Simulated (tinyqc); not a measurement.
From Ginzburg-Landau kappa back to mean free path l: BCS gap equation with a constant attraction inside the Debye window. Computed by tinyqc, a small Python program. Command: `OMP_NUM_THREADS=1 python tinyqc.py 3024009 3024010 out.jsonl bcs inv`. One thread of a shared host (Intel(R) Xeon(R) Processor @ 2.30GHz), about 0.03 s of CPU time with the checks.

Pairs attract with strength V for |xi| < k_B Theta; N(0) is the density of states for one spin. Energies are given as temperatures (E/k_B, in K) unless marked.

Inputs (values chosen for the exercise, modelled on vanadium):
```
quantity                  value      unit
coupling N(0)V            0.228         -
Debye temperature Theta     379         K
Fermi velocity v_F       300000       m/s
electron density n         7.21  1e28/m^3
```

Solver: bisection.

Constants: k_B = 8.617333262e-05 eV/K; hbar = 1.054571817e-34 J s; k_B = 1.380649e-23 J/K; m_0 = 9.1093837015e-31 kg; eps_0 = 8.8541878128e-12 F/m; c = 299792458 m/s; e = 1.602176634e-19 C.

Method. At T = 0 the gap equation 1/(N(0)V) = int_0^Theta d xi/sqrt(xi^2 + Delta^2) has the integral arcsinh(Theta/Delta), so Delta_0 = Theta/sinh(1/(N(0)V)); weak coupling gives 2 Theta exp(-1/(N(0)V)). xi_0 = hbar v_F/(pi Delta_0); lambda_L = sqrt(m_0 eps_0 c^2/(n e^2)); N(0) = 3 n/(2 m_0 v_F^2) for one spin; condensation energy N(0) Delta_0^2/2 = B_c^2/(2 mu_0), mu_0 = 1/(eps_0 c^2); with scattering lambda = lambda_L sqrt(1 + xi_0/l) in the local limit (where xi_0 and l both exceed lambda, nonlocal response makes the true depth larger); Ginzburg-Landau kappa = 0.96 lambda_L/xi_0 + 0.72 lambda_L/l. Free-electron mass throughout; heavier carriers, as in niobium or vanadium, give a larger lambda_L and kappa and can make the metal type II.

Task: A run gave the result below. Find the mean free path l, known to lie between 470 and 790 nm.

Ginzburg-Landau kappa = 0.2691451

Result:

Each step takes the trial c = (a f_b - b f_a)/(f_b - f_a), f being the result less the target and a, b, c the logarithms of the listed values; c replaces end b, the old b replaces a if the sign of f changed, and otherwise f_a is halved.

Scan of the range:
```
mean free path l (nm)  Ginzburg-Landau kappa
470                                 0.276187
512                                 0.273700
559                                 0.271360
609                                 0.269267
664                                 0.267329
725                                 0.265524
790                                 0.263907
```

False position (Illinois rule, in the logarithm of the input) inside the bracket:
```
step    end a    end b    trial  Ginzburg-Landau kappa
1     609.000  664.000  612.332               0.269140
2     609.000  612.332  612.079               0.269150
3     612.332  612.079  612.200               0.269145
4     612.079  612.200  612.200               0.269145
```

Ginzburg-Landau kappa falls at every point of a 13-point scan of the range (every second point is shown), so one value fits; it is bracketed by 609 and 664. Answer: mean free path l = 612.2 nm.
